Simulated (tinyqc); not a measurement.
Shallow acceptor in the spherical model (Baldereschi-Lipari), strong spin-orbit limit: one step, computed by the program tinyqc.

The 1S(3/2) state has an s envelope f(r) and a d envelope g(r). In effective units they obey -(f'' + 2f'/r + 2f/r) + mu (g'' + 5g'/r + 3g/r^2) = E f and -(g'' + 2g'/r - 6g/r^2 + 2g/r) + mu (f'' - f'/r) = E g. The cubic term, the split-off band and the central cell are left out.

Task: Matrices in a small basis. zeta_i = zeta_1 beta^(i-1), i = 1..n, in both channels. Basis: f_i = exp(-zeta_i r), g_i = r exp(-zeta_i r), weight r^2 dr, s = zeta_i + zeta_j. S_ff = 2/s^3, H_ff = zeta_i zeta_j S_ff - 2/s^2; S_gg = 24/s^5, H_gg = 8/s^3 + 24 zeta_i zeta_j/s^5 - 12/s^4; H(f_i, g_j) = mu (6 zeta_i^2/s^4 + 2 zeta_i/s^3); S_fg = 0. Each function is normalised by sqrt(S_ii).

Inputs (values chosen for the exercise, modelled on silicon): functions per channel n = 3; smallest exponent zeta_1 = 0.87 1/a*; ratio beta of exponents = 2.4.

mu = 0.4815166

Give: H; S.

Result:

H (Ry*), lower triangle (symmetric):
```
         f1        f2     f3      g1        g2     g3
f1  -0.9831
f2  -0.8638  0.183744
f3  -0.5447     2.546  15.09
g1   0.5261     1.192  1.543  0.8961
g2   0.7194     3.030  6.863   2.045  8.084736
g3   0.6265     4.144  17.45   2.337     14.90  53.58
```

S, lower triangle (symmetric):
```
       f1     f2     f3     g1     g2     g3
f1  1.000
f2  0.757  1.000
f3  0.358  0.757  1.000
g1  0.000  0.000  0.000  1.000
g2  0.000  0.000  0.000  0.628  1.000
g3  0.000  0.000  0.000  0.180  0.628  1.000
```

Caution: gamma_3 and gamma_2 differ by more than 0.17 gamma_1: band warping, left out here, adds several per cent to the binding.
